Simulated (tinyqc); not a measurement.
# Hot carriers by balance equations with a heated Maxwellian, step by step

A worked calculation. Computed by tinyqc, a small Python program that keeps every step. Command: `OMP_NUM_THREADS=1 python tinyqc.py 3021024 3021025 out.jsonl hot walk`. One thread of a shared host (Intel(R) Xeon(R) Processor @ 2.30GHz), about 0.02 s of CPU time with the checks. Intermediate numbers are printed to about 5 digits and carried at full precision; extremes and crossings named in words are read from the listed rows.

The carriers follow a Maxwellian at an electron temperature T_e, slightly displaced; the drift energy is neglected against k_B T_e. The balance averages the rate, not the time, so mu_0 lies below the relaxation-time value.

Inputs (values chosen for the exercise, modelled on electrons in germanium):
```
quantity                                          value       unit
effective mass m                                  0.223        m_0
density rho                                        5323     kg/m^3
sound velocity v_l                                 5240        m/s
acoustic deformation potential D_A                   11         eV
phonon energy hbar w                               31.1        meV
optical or intervalley deformation potential D_o    5.6  1e8 eV/cm
final valleys Z_f                                     3          -
lattice temperature T                               350          K
electric field F                                      2      kV/cm
mixing                                              0.3          -
iteration cap                                       300          -
```

Band: parabolic. Solver: damped fixed point.

Constants: k_B = 8.617333262e-05 eV/K; k_B = 1.380649e-23 J/K; e = 1.602176634e-19 C; hbar = 1.054571817e-34 J s; m_0 = 9.1093837015e-31 kg; hbar = 6.582119569e-16 eV s.

## Equilibrium values

Parabolic band: E = hbar^2 k^2/(2 m), speed v = hbar k/m, states per spin, volume and energy g(E) = m k/(2 pi^2 hbar^2). Masses are multiplied by m_0 and all formulas are in SI units. Phonon occupation N_q = 1/(exp(hbar w/(k_B T)) - 1). Acoustic deformation potential (elastic, equipartition, absorption and emission together): 1/tau = 2 pi k_B T D_A^2 g(E)/(hbar rho v_l^2). Optical or intervalley deformation potential: 1/tau = (pi Z_f D_o^2/(rho w)) [N_q g(E + hbar w) + (N_q + 1) g(E - hbar w)], with g = 0 below the band edge. Averages over the Maxwellian, <y> = int y x^(1/2) exp(-x) dx / int x^(1/2) exp(-x) dx with x = E/(k_B T_e), split at x_0 = hbar w/(k_B T_e): 64 Gauss-Legendre points in sqrt(x) below it and 128 in sqrt(x - x_0) above it, up to x = 32. Momentum balance: mu(T_e) = e/(m nu), nu = <x (sum of rates)>/<x>. Power lost per carrier: P(T_e) = hbar w <emission rate - absorption rate> + <(2 m v_l^2/(k_B T)) (E - 2 k_B T) acoustic rate>. Energy relaxation time at weak heating: tau_E = (3/2) k_B / (dP/dT_e), the derivative by a central difference of +/- 0.5 K at T_e = T.

low-field mobility mu_0 = 1184.3 cm^2/(V s)

energy relaxation time tau_E = 1.3830 ps

tau_E is 9.21 times the momentum relaxation time m mu_0/e: energy is lost more slowly than direction, which is why carriers heat.

## Balance functions

The field that sustains T_e follows from e mu F^2 = P.

Against the electron temperature:
```
T_e (K)  mu (cm^2/(V s))  P optical (1e9 eV/s)  P acoustic (1e9 eV/s)  F (kV/cm)  drift velocity (1e7 cm/s)
385               1118.3                  3.17             3.9203e-02      1.693                    0.18932
455               1013.5                  9.09             1.2786e-01      3.016                    0.30570
560                900.1                 17.06             2.8369e-01      4.390                    0.39515
700                795.3                 26.30             5.2862e-01      5.808                    0.46188
1050               639.6                 44.75             1.2948e+00      8.485                    0.54265
1750               490.0                 71.36             3.3433e+00     12.347                    0.60504
2800               385.2                100.12             7.4006e+00     16.707                    0.64359
4200               313.6                129.34             1.4243e+01     21.397                    0.67104
```

Optical phonons take 99 % of the power in the first row and 90 % in the last. The velocity grows as F^0.83 at first and as F^0.17 at the end, so it levels off; if optical phonons alone set both balances the limit at high T_e would be sqrt(3 hbar w tanh(hbar w/2 k_B T)/(4 m)) = 0.93 in the same unit. Rows above 1400 K (k_B T_e > 0.12 eV) stretch the parabolic band.

## First iteration

Fixed point: T_out = T + (T_e - T) e mu(T_e) F^2/P(T_e), T_new = T_e + mixing (T_out - T_e). Start at T_e = 1.5 T.

mu at the start = 933.60 cm^2/(V s)

P at the start = 1.4747e+10 eV/s

new T_e = 485.79 K

## The whole iteration

Start at T_e = 1.5 T; stop when T_e moves by less than 1e-6 K or exceeds 1e6 K.

Course of the iteration:
```
iteration  T_e (K)  mu (cm^2/(V s))    step (K)
1           525.00            933.6  3.9205e+01
2           485.79            975.9  2.7156e+01
3           458.64           1008.9  1.8775e+01
4           439.86           1033.7  1.2961e+01
5           426.90           1051.9  8.9357e+00
6           417.97           1065.1  6.1547e+00
7           411.81           1074.5  4.2362e+00
...            ...              ...         ...
42          398.25           1096.0  8.3910e-06
43          398.25           1096.0  5.7652e-06
44          398.25           1096.0  3.9611e-06
45          398.25           1096.0  2.7216e-06
46          398.25           1096.0  1.8699e-06
47          398.25           1096.0  1.2848e-06
48          398.25           1096.0  8.8273e-07
```

electron temperature T_e = 398.25 K

Converged in 48 iterations.

## Drift velocity

v = mu(T_e) F; warm-carrier coefficient (mu/mu_0 - 1)/F^2.

mobility mu(T_e) = 1096.0 cm^2/(V s)

drift velocity = 0.21919 1e7 cm/s

mu/mu_0 = 0.92539

(mu/mu_0 - 1)/F^2 = -0.018652 cm^2/kV^2

T_e/T = 1.14; the simple estimate T + (2/3) e mu_0 F^2 tau_E/k_B would give 401 K, close to the result.

Checks made by the program: detailed balance, P(T_e = T) = 0, on the scale of P at 1.1 T (relative difference below 1e-10).
